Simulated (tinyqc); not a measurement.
Six-transistor SRAM cell, nodal equations and margins: two steps of the calculation.

Two cross-coupled inverters (pull-down bn, pull-up bp) hold the nodes Q and QB; access transistors (ba, threshold VTn, gate on the word line at Vdd when selected) join them to the bit lines. Transistor (EKV form, voltages against the body): I = 2 n b Vt^2 [F(vp - Vs) - F(vp - Vd)] from drain to source, F(v) = ln^2(1 + exp(v/(2 Vt))), vp = (Vg - VT + sg |Vd - Vs|)/n. n-channel bodies are at 0; for the p-channel device all voltages are counted down from Vdd. b in uA/V^2 gives I in uA. For an access transistor the bit line is the drain and the node the source. In a read both bit lines are at Vdd. The cell is symmetric (no mismatch).

Parameters, values chosen for the exercise:
- T = 300 K (temperature)
- Vdd = 0.75 V (supply voltage)
- n = 1.42 (slope factor)
- sg = 0.082 (drain-induced barrier lowering)
- VTn = 0.26 V (n-channel threshold)
- VTp = 0.3 V (p-channel threshold (magnitude))
- bn = 640 uA/V^2 (gain factor of the pull-down transistor)
- ba = 640 uA/V^2 (gain factor of the access transistor)
- bp = 200 uA/V^2 (gain factor of the pull-up transistor)

Constants: q = 1.602176634e-19 C, kB = 1.380649e-23 J/K, Vt = kB T/q. Results are converted to the units shown.

Task 1. Node voltages in a read by Newton steps. F1 = In(gate QB, drain Q) - Ip(gate QB, drain Q) - Ia(bit line, Q), F2 the same with Q and QB exchanged; J by central differences with +/- 1e-6 V; solve J d = -F, limit each component to +/- 0.15 V and add.

(Q, QB) at the start (V): Q 0.00000000, QB 0.75000000

Give: F1, F2; J; (Q, QB) after iteration 1.

Result 1.

F1, F2 (uA): [-68.55, 0.01]

J (uS):
```
        Q    QB
F1  686.4   0.0
F2    0.1  89.8
```

(Q, QB) after iteration 1 (V): Q 0.0999, QB 0.7498

Task 2. Read current and disturbance. Iread = Ia(bit line at Vdd, source Q); cell ratio bn/ba; time to pull a bit line of 20 fF down by 0.1 V at that current.

(Q, QB) (V): Q 0.11897219, QB 0.74842686

Wanted: Iread; cell ratio; time.

Result 2.

Iread = 31.397 uA
cell ratio = 1.0000
time = 63.701 ps

Numbers from tinyqc (`OMP_NUM_THREADS=1 python tinyqc.py 2340114 2340115 out.jsonl`; about 0.2 s on one thread of a shared Intel Xeon 2.30GHz).
